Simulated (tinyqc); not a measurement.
# From one set of inputs to another, one input at a time

Model: a particle near a wafer in liquid: double-layer and van der Waals forces (DLVO), deposition barrier and removal. Computed by tinyqc, a small Python program. Command: `OMP_NUM_THREADS=1 python tinyqc.py 3111959 3111960 out.jsonl dlvo ladder`. One thread of a shared host (Intel(R) Xeon(R) Processor @ 2.30GHz), about 0.01 s of CPU time with the checks.

Sphere and flat wall, Derjaguin approximation, constant potentials in the linear-superposition form, no retardation and no hydration force.

The inputs printed are set A. Inputs not listed in the table keep their values of set A, so the rows need not describe a real material.

Inputs (values chosen for the exercise, of the order of those for alumina on silica in water): particle radius R = 23 nm; Hamaker constant A = 1.1e-20 J; potential of the particle psi_1 = -28 mV; potential of the wafer psi_2 = -51 mV; salt concentration c = 0.005 mol/L; valence z of the symmetric salt = 1; temperature T = 293 K; dielectric constant of the liquid = 80.2; contact distance h0 = 0.4 nm; contact radius over R = 0.12; viscosity = 0.91 mPa s.

Constants: e = 1.602176634e-19 C; N_A = 6.02214076e+23 1/mol; eps_0 = 8.8541878128e-12 F/m; k_B = 1.380649e-23 J/K; k_B = 8.617333262e-05 eV/K.

Method:
- kappa^2 = 2 z^2 e^2 N_A (1000 c)/(eps eps_0 k_B T); gamma_i = tanh(z e psi_i/(4 k_B T)); Z = 64 pi eps eps_0 (k_B T/(z e))^2 gamma_1 gamma_2.
- U(h) = Z R exp(-kappa h) - A R/(6 h); F(h) = -dU/dh = kappa Z R exp(-kappa h) - A R/(6 h^2), positive for repulsion.
- F = 0 reads x^2 exp(-x) = y with x = kappa h and y = A kappa/(6 Z); the left side peaks at x = 2 with 4/e^2 = 0.5413, so roots exist for smaller y: x < 2 is the barrier, x > 2 the secondary minimum.
- The barrier height is zero when U = 0 and F = 0 together: kappa h = 1 and kappa = 6 Z/(e A), e = 2.718282 here; c follows from kappa^2, with the potentials held fixed.
- Adhesion F_a = A R/(6 h0^2) [1 + a^2/(R h0)] - kappa Z R exp(-kappa h0), a the contact radius. Drag in a shear flow F_d = 1.7 x 6 pi mu R^2 G, acting at 1.4 R; rolling starts when 1.4 R F_d = a F_a. Wall shear stress = mu G.

Each row keeps all changes above it; columns: (1) input moved; (2) from; (3) to; (4) critical concentration (mol/L); (5) wall shear stress for rolling (Pa); (6) energy at the secondary minimum (k_B T):
```
(1)                                       (2)      (3)      (4)     (5)      (6)
set A                                       -        -  0.49196  2154.0  -0.2872
temperature T (K)                         293      298  0.50372  2155.2  -0.2795
particle radius R (nm)                     23      230  0.50372  1208.6  -2.7950
Hamaker constant A (J)                1.1e-20  1.7e-20  0.21090  1883.1  -4.6465
salt concentration c (mol/L)            0.005    0.012  0.21090  1869.8  -7.8131
potential of the particle psi_1 (mV)      -28      -56  0.73577  1833.9  -6.9697
contact radius over R                    0.12    0.044  0.73577   131.3  -6.9697
```

Critical concentration goes from 0.492 to 0.736, a factor 1.50 in all. The largest single move comes from potential of the particle psi_1 (a factor 3.49), and Hamaker constant A works against it (a factor 0.419). Wall shear stress for rolling goes from 2150 to 131, a factor 0.0609 in all. The largest single move comes from contact radius over R (a factor 0.0716), and Hamaker constant A works against it (a factor 1.56). Energy at the secondary minimum goes from -0.287 to -6.97, -6.68 in all. The largest single move comes from salt concentration c (-3.17), and potential of the particle psi_1 works against it (+0.843). The single moves hold for this order of the switches; the total does not depend on the order.

Extremes, crossings and ranges named in words are read from the listed rows.
